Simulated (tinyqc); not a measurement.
Buckled dimers of a reconstructed (001) surface, two dangling bonds a dimer: one step. The bands on the mesh. Three cases, with inputs chosen for the exercise.

Task: Both levels at each k_j for the trial z, and W(z).

In a dimer one atom moves up by z and the other down by z; the dangling bond of the up atom (more s-like) falls by gm z and that of the down atom rises by gm z. With all dimers tilted alike: H(k) = [[-gm z - 2 ta cos k, -tp - 2 tx cos k], [., gm z - 2 ta cos k]], k along the row in 1/a. Two electrons a dimer fill the lowest N of the 2N levels on the mesh k_j = (j + 1/2) pi/N. Total energy a dimer: W(z) = (2/N) sum of the filled levels + kf z^2. Repulsion between electrons is left out.

Case 1.

Values chosen (of the size met on Si(001); shifted at random, so the results belong to these values and not to a real crystal): tp = 0.23 eV (pi coupling inside a dimer); ta = 0.09 eV (coupling between like atoms along the row); tx = 0.04 eV (diagonal coupling along the row); gm = 1.76 eV/angstrom (shift of a dangling bond with height); kf = 7.2 eV/angstrom^2 (force constant of buckling); z = 0.27 angstrom (a trial buckling); N = 16 (k points).

Case 2.

Values chosen (of the size met on Si(001); shifted at random, so the results belong to these values and not to a real crystal): tp = 0.27 eV (pi coupling inside a dimer); ta = 0.16 eV (coupling between like atoms along the row); tx = 0.02 eV (diagonal coupling along the row); gm = 1.65 eV/angstrom (shift of a dangling bond with height); kf = 4.5 eV/angstrom^2 (force constant of buckling); z = 0.17 angstrom (a trial buckling); N = 16 (k points).

Case 3.

Values chosen (of the size met on diamond (001); shifted at random, so the results belong to these values and not to a real crystal): tp = 0.94 eV (pi coupling inside a dimer); ta = 0.09 eV (coupling between like atoms along the row); tx = 0.08 eV (diagonal coupling along the row); gm = 2.34 eV/angstrom (shift of a dangling bond with height); kf = 7.9 eV/angstrom^2 (force constant of buckling); z = 0.15 angstrom (a trial buckling); N = 12 (k points).

Give: a table of j, k (pi/a), lower, upper; band energy; elastic energy; W.

Result:

Case 1.

Levels (eV):

| j | k (pi/a) | lower | upper |
|---|---|---|---|
| 0 | 0.0312 | -0.7463 | 0.3880 |
| 1 | 0.0938 | -0.7378 | 0.3933 |
| 2 | 0.1562 | -0.7210 | 0.4035 |
| 3 | 0.2188 | -0.6968 | 0.4185 |
| 4 | 0.2812 | -0.6661 | 0.4377 |
| 5 | 0.3438 | -0.6303 | 0.4606 |
| 6 | 0.4062 | -0.5907 | 0.4862 |
| 7 | 0.4688 | -0.5490 | 0.5138 |
| 8 | 0.5312 | -0.5069 | 0.5422 |
| 9 | 0.5938 | -0.4660 | 0.5705 |
| 10 | 0.6562 | -0.4278 | 0.5975 |
| 11 | 0.7188 | -0.3937 | 0.6221 |
| 12 | 0.7812 | -0.3649 | 0.6432 |
| 13 | 0.8438 | -0.3425 | 0.6600 |
| 14 | 0.9062 | -0.3271 | 0.6716 |
| 15 | 0.9688 | -0.3193 | 0.6776 |

band energy = -1.0608 eV
elastic energy = 0.5249 eV
W = -0.5359 eV

Case 2.

Levels (eV):

| j | k (pi/a) | lower | upper |
|---|---|---|---|
| 0 | 0.0312 | -0.7364 | 0.0995 |
| 1 | 0.0938 | -0.7230 | 0.1106 |
| 2 | 0.1562 | -0.6968 | 0.1324 |
| 3 | 0.2188 | -0.6587 | 0.1640 |
| 4 | 0.2812 | -0.6103 | 0.2043 |
| 5 | 0.3438 | -0.5535 | 0.2518 |
| 6 | 0.4062 | -0.4904 | 0.3046 |
| 7 | 0.4688 | -0.4234 | 0.3607 |
| 8 | 0.5312 | -0.3553 | 0.4180 |
| 9 | 0.5938 | -0.2885 | 0.4743 |
| 10 | 0.6562 | -0.2257 | 0.5273 |
| 11 | 0.7188 | -0.1692 | 0.5752 |
| 12 | 0.7812 | -0.1212 | 0.6159 |
| 13 | 0.8438 | -0.0835 | 0.6480 |
| 14 | 0.9062 | -0.0576 | 0.6701 |
| 15 | 0.9688 | -0.0444 | 0.6813 |

band energy = -0.7797 eV
elastic energy = 0.1300 eV
W = -0.6497 eV

Case 3.

Levels (eV):

| j | k (pi/a) | lower | upper |
|---|---|---|---|
| 0 | 0.0417 | -1.3318 | 0.9749 |
| 1 | 0.1250 | -1.3093 | 0.9767 |
| 2 | 0.2083 | -1.2660 | 0.9804 |
| 3 | 0.2917 | -1.2047 | 0.9856 |
| 4 | 0.3750 | -1.1299 | 0.9921 |
| 5 | 0.4583 | -1.0465 | 0.9995 |
| 6 | 0.5417 | -0.9604 | 1.0074 |
| 7 | 0.6250 | -0.8774 | 1.0152 |
| 8 | 0.7083 | -0.8032 | 1.0224 |
| 9 | 0.7917 | -0.7428 | 1.0284 |
| 10 | 0.8750 | -0.7002 | 1.0328 |
| 11 | 0.9583 | -0.6781 | 1.0350 |

band energy = -2.0084 eV
elastic energy = 0.1777 eV
W = -1.8306 eV

The lower band is full and the upper empty.

Computed by tinyqc, one run a case: `OMP_NUM_THREADS=1 python tinyqc.py N N+1 out.jsonl` with N = 1452216, 1452234, 1452270; one thread of a shared Intel(R) Xeon(R) Processor @ 2.30GHz, about 0.05 s a run at most.
